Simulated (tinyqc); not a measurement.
Inverse iteration on a symmetric matrix, step by step. One step of it, computed by the program tinyqc.

Question. Step 1. solve (A - shift) w = v; v' = w/|w| with its largest component positive (the first on a tie); lambda = v'^T A v'.

A:
$$\begin{pmatrix}
0.286000 & 0.489000 & 0.176000 \\
0.489000 & 0.817000 & -0.412000 \\
0.176000 & -0.412000 & 4.236000
\end{pmatrix}$$

vector v at the start: [0.577350, 0.577350, 0.577350]

shift = 1.990000

Give: vector after step 1; Rayleigh quotient after step 1.

Answer.

vector after step 1: [0.5675, 0.8069, -0.1642]

Rayleigh quotient after step 1 = 1.2623
